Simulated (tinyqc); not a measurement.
From growth rate G back to silane pressure p_S: microkinetic model of low-temperature epitaxy from hydride gases: adsorption, hydrogen desorption and rate control. Computed by tinyqc, a small Python program. Command: `OMP_NUM_THREADS=1 python tinyqc.py 3030986 3030987 out.jsonl hepi inv`. One thread of a shared host (Intel(R) Xeon(R) Processor @ 2.30GHz), about 0.04 s of CPU time with the checks.

Each hydride molecule needs two free sites and leaves four hydrogen atoms, of which two leave at once as H2; theta is the hydrogen coverage, the site density is 6.78 per nm^2 and one layer is 1.358 angstrom thick.

Inputs (values chosen for the exercise, close to those used for silane and germane on Si(001)):

| quantity | value | unit |
|---|---|---|
| sticking prefactor of silane s0 | 0.027 | - |
| adsorption barrier E_s | 0.33 | eV |
| desorption prefactor nu_d | 6.7e+12 | 1/s |
| desorption energy on silicon E_d | 2.04 | eV |
| hydrogen carrier pressure p_H | 0 | Pa |
| sticking of hydrogen s_H | 3.2e-07 | - |
| temperature T | 800 | C |
| germane pressure p_G | 0.0023 | Pa |
| sticking ratio of germane to silane r_G | 2 | - |
| lowering of E_d per unit germanium fraction, dE | 0.53 | eV |

Film: silicon-germanium. Order of hydrogen desorption: first.

Constants: k_B = 8.617333262e-05 eV/K; u = 1.6605390666e-27 kg; k_B = 1.380649e-23 J/K.

Method:
- Flux per site F = p/(sqrt(2 pi M k_B T) x 6.78e18 per m^2), M = 32.12 u (silane), 76.63 u (germane), 2.016 u (hydrogen); s = s0 exp(-E_s/(k_B T)); k_S = s F_S, k_G = r_G s F_G; germanium fraction x = k_G/(k_S + k_G); k = k_S + k_G; k_H = s_H F_H; k_d = nu_d exp(-(E_d - dE x)/(k_B T)).
- Temperatures in kelvin are T(C) + 273.15.
- With k the hydride and k_H the hydrogen adsorption rate on free pairs and k_d the desorption rate, steady state: 2 (k + k_H)(1 - theta)^2 = k_d theta; growth rate R = k (1 - theta)^2 layers/s; 1 layer/s = 8.148 nm/min.
- With c = 2 (k + k_H)/k_d the free share is 1 - theta = 2/(1 + sqrt(1 + 4c)).

Problem. A run gave the result below. Find the silane pressure p_S, known to lie between 0.013 and 0.032 Pa.

growth rate G = 0.2813556 nm/min

Solution.

Each step takes the trial c = (a f_b - b f_a)/(f_b - f_a), f being the result less the target and a, b, c the logarithms of the listed values; c replaces end b, the old b replaces a if the sign of f changed, and otherwise f_a is halved.

Scan of the range:

| silane pressure p_S (Pa) | growth rate G (nm/min) |
|---|---|
| 0.0130 | 0.207476 |
| 0.0151 | 0.234743 |
| 0.0176 | 0.267203 |
| 0.0204 | 0.303558 |
| 0.0237 | 0.346404 |
| 0.0275 | 0.395740 |
| 0.0320 | 0.454164 |

False position (Illinois rule, in the logarithm of the input) inside the bracket:

| step | end a | end b | trial | growth rate G (nm/min) |
|---|---|---|---|---|
| 1 | 0.0176000 | 0.0204000 | 0.0186412 | 0.280721 |
| 2 | 0.0204000 | 0.0186412 | 0.0186879 | 0.281328 |
| 3 | 0.0204000 | 0.0186879 | 0.0186919 | 0.281381 |
| 4 | 0.0186879 | 0.0186919 | 0.0186900 | 0.281356 |
| 5 | 0.0186919 | 0.0186900 | 0.0186900 | 0.281356 |

Growth rate G rises at every point of a 13-point scan of the range (every second point is shown), so one value fits; it is bracketed by 0.0176 and 0.0204. Answer: silane pressure p_S = 0.01869 Pa.
